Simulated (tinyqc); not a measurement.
Absorption spectrum: gated graphene: carriers, quantum capacitance and optical conductivity.

Conductivity over sigma0 = e^2/(4 hbar): interband Re = sinh(E/2kT)/(cosh(mu/kT) + cosh(E/2kT)); intraband Re = (8 kT/pi) ln(2 cosh(mu/2kT)) Gm/(E^2 + Gm^2). A free sheet absorbs about pi alpha_f Re(sigma/sigma0), alpha_f the fine-structure constant (alpha among the constants).

Constants: kB = 8.617333262e-05 eV/K; fine-structure constant alpha = 0.007297352564.

Values chosen for the exercise (out of a larger set: Fermi velocity near that of graphene, gate dielectric near HfO2; not measured data): T = 77 K; Gm = 20 meV (intraband damping).

mu = 0.24741 eV

Results:
```
E (eV)  interband  intraband  absorption (%)
0.049      0.0000     2.2493           5.157
0.099      0.0000     0.6176           1.416
0.173      0.0000     0.2077           0.476
0.247      0.0000     0.1026           0.235
0.346      0.0000     0.0525           0.120
0.421      0.0038     0.0355           0.090
0.495      0.5035     0.0257           1.213
0.569      0.9963     0.0194           2.329
0.643      1.0000     0.0152           2.327
0.792      1.0000     0.0100           2.316
0.990      1.0000     0.0064           2.307
1.484      1.0000     0.0029           2.299
```

The edge lies at 2|mu| = 0.495 eV and, for |mu| above about 3 kT (here 37.3), rises from 10 % to 90 % over about 8.8 kT = 0.058 eV. The absorption is lowest, 0.090 %, at 0.421 eV of those listed, between the Drude tail and the edge; at the last row it is 2.299 % against pi alpha_f = 2.293 %. The thin-sheet formula fails where the absorption is large, and trigonal warping matters above about 1.5 eV.

Run: tinyqc, `OMP_NUM_THREADS=1 python tinyqc.py 1682726 1682727 out.jsonl`; Intel(R) Xeon(R) Processor @ 2.30GHz, one thread, shared host; about 0.01 s of CPU time with all checks.
